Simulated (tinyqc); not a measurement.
Admittance spectroscopy and thermally stimulated current of one trap level in a depletion layer: one step, computed by the program tinyqc. Command: `OMP_NUM_THREADS=1 python tinyqc.py 3112145 3112146 out.jsonl admit walk`. One thread of a shared host (Intel(R) Xeon(R) Processor @ 2.30GHz), about 0.01 s of CPU time with the checks.

A Schottky junction on n-type material holds one donor-like electron trap; shallow donors are fully ionised and abrupt depletion edges are assumed.

Problem. The capacitance step. With E_c - E_F = k_B T_p ln(N_c/N): lambda = sqrt(2 eps eps_0 (E_t - (E_c - E_F))/(e^2 N)); traps are empty and charged for x < x_t = w - lambda, and V_b = e (N w^2 + N_t x_t^2)/(2 eps eps_0). High frequency: C_hf = eps eps_0/w. Low frequency: C_lf = eps eps_0 (N + N_t)/(N w + N_t x_t).

Inputs (values chosen for the exercise, modelled on n-type GaN):
```
quantity,value,unit
dielectric constant eps,9.39,-
shallow doping N,2.9e+16,1/cm^3
trap density N_t,3.9e+15,1/cm^3
trap depth E_t below the band,0.274,eV
band bending V_b,2.3,V
```

E_c - E_F = k_B T_p ln(N_c/N) = 0.1179353 eV

Constants: eps_0 = 8.8541878128e-12 F/m; e = 1.602176634e-19 C.

Give: lambda; depletion width w; crossing point x_t; C_hf; C_lf; step (C_lf - C_hf)/C_hf; small-N_t estimate (N_t/N)(lambda/w).

Solution.

lambda = 74.73 nm

depletion width w = 277.1 nm

crossing point x_t = 202.4 nm

C_hf = 30.00 nF/cm^2

C_lf = 30.99 nF/cm^2

step (C_lf - C_hf)/C_hf = 0.03302

small-N_t estimate (N_t/N)(lambda/w) = 0.03627

Reading N_t/N straight from the step would give 0.0330 against the true 0.134: the factor lambda/w must be known.
